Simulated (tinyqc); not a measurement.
Inside a calculation. Model: MOS capacitor on a p-type substrate, surface potential from the exact charge relation.

tinyqc, about 0.01 s, one thread, Intel Xeon 2.30GHz (shared host): `OMP_NUM_THREADS=1 python tinyqc.py 2060135 2060136 out.jsonl` Printed values are rounded.

Uniform p-type substrate, Boltzmann statistics, full ionisation, classical densities. psi is the surface potential against the body (positive when the bands bend down) and u = psi/Vt. Traps are spread evenly over the gap and neutral at flat band, so their charge is -q Dit psi; the minority quasi-Fermi level is shifted by Vb.

Values chosen for this exercise; band and dielectric values those of a made-up semiconductor:
```
symbol,value,unit,meaning
T,300,K,temperature
Eg,1.28,eV,band gap
eps_r,14.8,,relative permittivity
Nc,2.93e19,cm^-3,conduction-band density of states at T
Nv,2e19,cm^-3,valence-band density of states at T
chi,3.23,eV,electron affinity
N,1.1e15,cm^-3,acceptor density of the substrate
eox,3.9,,relative permittivity of the gate insulator (close to silicon dioxide)
tox,3.9,nm,insulator thickness
phiM,4.01,eV,gate work function
Nf,2.4e11,cm^-2,"fixed charge at the interface, in units of q"
Dit,0,cm^-2 eV^-1,density of interface traps
Vb,0,V,reverse bias of the inversion layer against the body
Vg,0.29,V,gate voltage against the body
```

Constants: q = 1.602176634e-19 C, kB = 1.380649e-23 J/K, Vt = kB T/q, eps0 = 8.8541878128e-14 F/cm where lengths are in cm. Results are converted to the units shown.

## Flat band, threshold and scales

ni = sqrt(Nc Nv) exp(-Eg/(2 Vt)), Eg in volts; phiF = Vt ln(N/ni); Cox = eps0 eox/tox; Vfb = phiM - chi - (Eg - Vt ln(Nv/N)) - q Nf/Cox; Q0 = sqrt(2 eps0 eps_r q N Vt); r = (ni/N)^2 exp(-Vb/Vt); VT = Vfb + [(2 phiF + Vb)(1 + q Dit/Cox) + sqrt(2 eps0 eps_r q N (2 phiF + Vb))/Cox].

ni = 4.28965e8 cm^-3
phiF = 0.381503 V
Cox = 0.885419 uF/cm^2
Vfb = -0.289867 V
Q0 = 3.45556 nC/cm^2
r = 1.52075e-13
VT = 0.494341 V

## Starting value

psi = Vg - Vfb, limited to the range from -4 Vt to +(2 phiF + Vb + 4 Vt).

psi at the start = 0.579867 V

## Iteration 1: Newton step for the surface potential

u = psi/Vt; F^2 = exp(-u) + u - 1 + r (exp(u) - u - 1); Qs = -sign(u) Q0 F; Cs = -dQs/dpsi = (Q0/Vt) |1 - exp(-u) + r (exp(u) - 1)|/(2 F). f = Vfb + psi + (q Dit psi - Qs)/Cox - Vg, f' = 1 + (Cs + q Dit)/Cox, psi(new) = psi - f/f'.

u = 22.4303
F = 4.62937
Qs = -15.9971 nC/cm^2
Cs = 0.0144490 uF/cm^2
f = 0.0180673 V
f' = 1.01632
psi after iteration 1 = 0.562090 V

## Iteration 2: Newton step for the surface potential

As before.

u = 21.7426
F = 4.55445
Qs = -15.7382 nC/cm^2
Cs = 0.0146805 uF/cm^2
f = -2.29882e-6 V
f' = 1.01658
psi after iteration 2 = 0.562092 V

## Course of the Newton iteration

Stop when the step is below 1e-10 V, or after 60 iterations.

Course of the iteration:
```
iteration	psi before the step (V)	f (V)	step (V)
1	0.579867	0.0181	-0.0178
2	0.562090	-2.30e-6	2.26e-6
3	0.562092	-3.89e-14	3.82e-14
```

Converged in 3 iterations.

## Charges, field and capacitances at the solution

converged psi = 0.562092 V

u = psi/Vt; F^2 = exp(-u) + u - 1 + r (exp(u) - u - 1); Qs = -sign(u) Q0 F; Cs = -dQs/dpsi = (Q0/Vt) |1 - exp(-u) + r (exp(u) - 1)|/(2 F). Low frequency: 1/C_LF = 1/Cox + 1/(Cs + q Dit). High frequency, in the simple estimate in which traps and minority carriers do not follow: 1/C_HF = 1/Cox + 1/Cd, Cd being Cs with r = 0 at the same psi. Minority sheet density N_inv = (Q0/(2 q)) int_0^u r (exp(t) - 1)/F(t) dt for u > 0. Oxide field |Qs - q Dit psi + q Nf|/(eps0 eox).

Qs = -15.7382 nC/cm^2
N_inv = 1.02407e6 cm^-2
oxide field = 0.0657780 MV/cm
Cs = 0.0146805 uF/cm^2
C_LF/Cox = 0.0163099
C_HF/Cox = 0.0163033

The surface is in weak inversion (borders at |psi| = 0, phiF + Vb and 2 phiF + Vb = 0.763 V).
